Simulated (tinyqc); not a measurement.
Raising U: Hubbard chain of 2 sites, mean field against exact. Computed by the program tinyqc. Collinear unrestricted mean field (the lowest of 40 random starts) against exact diagonalisation.

one-body matrix (hopping and site energies) (eV):
```
         1        2
1   0.0700  -1.0300
2  -1.0300  -0.4100
```

electrons, up and down: 1  1

Exact and mean-field results (eV):
```
U          U/t   E exact  E mean field  mean |n_up - n_down|  double occupancy, exact  first gap in the sector
0.520    0.505  -2.19926      -2.18435                 0.000                    0.229                    1.859
1.030    1.000  -1.98148      -1.92213                 0.000                    0.198                    1.641
3.090    3.000  -1.38125      -1.03827                 0.735                    0.103                    1.041
4.120    4.000  -1.20010      -0.86064                 0.862                    0.075                    0.860
6.180    6.000  -0.96657      -0.68521                 0.942                    0.043                    0.627
8.240    8.000  -0.82770      -0.59832                 0.968                    0.027                    0.488
12.360  12.000  -0.67476      -0.51192                 0.986                    0.013                    0.335
20.600  20.000  -0.54409      -0.44306                 0.995                 4.86e-03                    0.204
```

Estimate the missing row, U = 2.06.

Computed row:
```
U        U/t   E exact  E mean field  mean |n_up - n_down|  double occupancy, exact  first gap in the sector
2.060  2.000  -1.63235      -1.39791                 0.000                    0.143                    1.292
```

In absolute terms mean field is worst at U/t = 3.0, 0.343 eV too high: at small U it is nearly exact, and at large U it misses only exchange-scale energies. Its local moments set in at U/t = 3.0 of those listed, a broken symmetry that the exact state of a finite cluster with equal spins does not have. Relative to the exact energy its error is 0.7 % at the smallest U, 29 % at most and 19 % at the largest. The double occupancy falls from 0.229 to 0.005.
